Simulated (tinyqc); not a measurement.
Worked calculation: Jacobi rotations on a symmetric matrix. One step of it, computed by the program tinyqc.

Task: Jacobi rotation 1. Take the largest off-diagonal element A_pq; tan 2 theta = 2 A_pq / (A_qq - A_pp) with |theta| <= pi/4; A' = J^T A J with J_pp = J_qq = cos, J_pq = sin, J_qp = -sin.

A, lower triangle:
```
           1         2          3         4
1   0.122000
2  -0.300000  0.604000
3   0.182000  0.239000   1.183000
4   0.144000  0.753000  -0.162000  2.382000
```

Give: p, q, theta; A'.

Result:

p, q, theta (rad): 2.0000  4.0000  0.3514

A', lower triangle:
```
         1       2        3       4
1   0.1220
2  -0.3312  0.3280
3   0.1820  0.2802   1.1830
4   0.0319  0.0000  -0.0698  2.6580
```
